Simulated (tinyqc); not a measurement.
Inside a calculation. Method: coupled-perturbed Hartree-Fock on RHF in the sto-3g basis, for H4, spin multiplicity 1. One step of it, computed by the program tinyqc.

Task: Response to a field: uncoupled start. Field along z; U_ai = -mu_ai / (e_a - e_i), alpha = -4 sum U_ai mu_ai.

orbital energies (hartree): MO1 -0.598572, MO2 -0.422971, MO3 0.345304, MO4 0.792147

dipole integrals <a|z|i> (bohr):
```
          i1         i2
a3  0.000000  -1.636015
a4  0.379266   0.000000
```

Give: uncoupled U; uncoupled polarisability.

Result:

uncoupled U:
```
         i1      i2
a3   0.0000  2.1295
a4  -0.2727  0.0000
```

uncoupled polarisability = 14.3491 bohr^3
